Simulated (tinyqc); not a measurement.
Conductance of a narrow metal strip with scatterers (square lattice, Green functions): sweeps and comparisons. A value that a table varies takes the place of the one given here.

A strip of W sites across with hard walls, site energy 0 and hopping -t. Mode n = 1 to W has profile chi_n(j) = sqrt(2/(W + 1)) sin(n j pi/(W + 1)) and energy en = -2t cos(n pi/(W + 1)); E = en - 2t cos(kn a). With z_n = exp(i kn a) (Im k > 0 for closed modes, |z| < 1) each lead gives the self-energy -t z_n in mode n. One column carries the site energies v, here a uniform barrier across the strip, as of a grain boundary. In the mode basis V_nm = sum_j chi_n(j) v_j chi_m(j), G = (E - en + 2 t z_n - V)^-1, and t_nm = 2t sqrt(sin(kn a) sin(km a)) G_nm in size for open modes. T = sum |t_nm|^2, conductance (2e^2/h) T.

Constants: e^2/h = 3.874045865e-05 S.

Parameters, chosen for this exercise (hopping and spacing of the size met in Cu or Al; the lattice is a model; not measured data):

| symbol | value | unit | meaning |
|---|---|---|---|
| t | 1.37 | eV | hopping |
| W | 3 |  | sites across |
| v | (2.1, 2.1, 2.1) | eV | site energies in the scattering column |
| a | 2.77 | angstrom | spacing |
| E | -2.25 | eV | Fermi energy |

## Conductance steps with and without the scatterer

E is varied across the lower half of the band.

Against energy:

| E/t | E (eV) | open modes | T | reflected |
|---|---|---|---|---|
| -3.30 | -4.521 | 1 | 0.1589 | 0.8411 |
| -2.95 | -4.042 | 1 | 0.4113 | 0.5887 |
| -2.65 | -3.631 | 1 | 0.5128 | 0.4872 |
| -2.30 | -3.151 | 1 | 0.5778 | 0.4222 |
| -1.95 | -2.671 | 2 | 0.6900 | 1.3100 |
| -1.65 | -2.260 | 2 | 0.9789 | 1.0211 |
| -1.30 | -1.781 | 2 | 1.1249 | 0.8751 |
| -0.95 | -1.302 | 2 | 1.1856 | 0.8144 |
| -0.65 | -0.890 | 2 | 1.1961 | 0.8039 |
| -0.30 | -0.411 | 3 | 1.4758 | 1.5242 |
| 0.05 | 0.069 | 3 | 1.5477 | 1.4523 |

How do the results move?

The clean strip goes from 1 to 3 open modes. The reflected flux ranges from 0.422 (E/t = -2.3) to 1.524 (E/t = -0.3). A uniform barrier reflects each mode by v^2/(v^2 + (2t sin(kn a))^2), most the slow ones just above their thresholds.

## The same scatterer in wider strips

Width (W + 1) a; the strength is the entry of v largest in size. The barrier spans the width. Added resistance (1/T - 1/M)/(2 e^2/h), M the number of open modes.

Against width:

| W | width (angstrom) | M | T | T/M | added resistance (ohm) |
|---|---|---|---|---|---|
| 3 | 11.1 | 2 | 0.9836 | 0.4918 | 6668.6 |
| 4 | 13.8 | 2 | 1.1866 | 0.5933 | 4423.3 |
| 5 | 16.6 | 3 | 1.5904 | 0.5301 | 3813.0 |
| 6 | 19.4 | 3 | 1.7711 | 0.5904 | 2984.9 |
| 8 | 24.9 | 5 | 2.3746 | 0.4749 | 2853.9 |
| 10 | 30.5 | 6 | 3.0532 | 0.5089 | 2076.1 |
| 14 | 41.5 | 8 | 4.3163 | 0.5395 | 1376.8 |
| 20 | 58.2 | 11 | 6.1380 | 0.5580 | 929.4 |

How do the results move?

The added resistance is 6669 ohm at W = 3 and 929.4 at W = 20; from W = 10 to 20 it changes by a factor 0.45, where 1/M gives 0.55 and 1/M^2 gives 0.30. A barrier across the strip keeps T/M near a constant (0.47 to 0.56 for W of 8 and more), so its resistance goes as 1/width on average, with steps as modes open: resistance times width runs from 54.1 to 71.1 kohm angstrom there.

## What each change does

Open modes M, T and the added resistance (1/T - 1/M)/(2 e^2/h). Each row changes one parameter from the base and keeps the others.

Results:

| case | M | T | added resistance (ohm) |
|---|---|---|---|
| base | 2 | 0.9836 | 6669 |
| t = 1.425 eV | 2 | 1.0562 | 5766 |
| E = -2.14 eV | 2 | 1.0277 | 6105 |
| v = (2.73, 2.73, 2.73) eV | 2 | 0.7456 | 10857 |

How do the results move?

The largest shifts from the base row, up to three for each result and ties (the steps differ in size, so this ranks the rows, not the parameters). M: unchanged at the printed digits by t, E and v. T: v -0.2380, t +0.0726, E +0.0441. added resistance (ohm): v +4189, t -902, E -563.

(tinyqc, `OMP_NUM_THREADS=1 python tinyqc.py 1480785 1480786 out.jsonl`, Intel(R) Xeon(R) Processor @ 2.30GHz, 1 thread, shared host, about 0.01 s.)
